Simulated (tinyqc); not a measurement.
Deep trap from a strong local potential in a two-band host (Koster-Slater model with semi-elliptic bands): one step, computed by the program tinyqc. Command: `OMP_NUM_THREADS=1 python tinyqc.py 3009370 3009371 out.jsonl deeptrap walk`. One thread of a shared host (Intel(R) Xeon(R) Processor @ 2.30GHz), about 0.03 s of CPU time with the checks.

The valence band spans -2 W_v to 0 and the conduction band E_g to E_g + 2 W_c. The orbital at the impurity site has weight f_v in the valence band and 1 - f_v in the conduction band, each spread as a semi-ellipse (2/(pi W^2)) sqrt(W^2 - x^2) about the band centre. The impurity adds U to this orbital. Spin is left out.

Problem. Levels of the small matrix. Diagonalise H (2n rows). The trap level, between the highest valence and the lowest conduction e_k, is number n + 1 from below for an attractive impurity and number n for a repulsive one.

Impurity: attractive, donor-like.

H (eV):
```
[[-2.427819, -2.692226, -2.692226, -1.663887, -1.474878, -2.386403, -2.386403, -1.474878],
 [-2.692226, -7.120045, -4.356113, -2.692226, -2.386403, -3.861281, -3.861281, -2.386403],
 [-2.692226, -4.356113, -9.592181, -2.692226, -2.386403, -3.861281, -3.861281, -2.386403],
 [-1.663887, -2.692226, -2.692226, -8.899955, -1.474878, -2.386403, -2.386403, -1.474878],
 [-1.474878, -2.386403, -2.386403, -1.474878, 7.829630, -2.115320, -2.115320, -1.307340],
 [-2.386403, -3.861281, -3.861281, -2.386403, -2.115320, 3.664310, -3.422660, -2.115320],
 [-2.386403, -3.861281, -3.861281, -2.386403, -2.115320, -3.422660, 1.130370, -2.115320],
 [-1.474878, -2.386403, -2.386403, -1.474878, -1.307340, -2.115320, -2.115320, 1.195690]]
```

Give: levels; trap level of the matrix.

Solution.

levels (eV): [-22.385, -6.809, -4.002, -1.215, 1.643, 3.421, 6.257, 8.869]

trap level of the matrix = 1.6433 eV
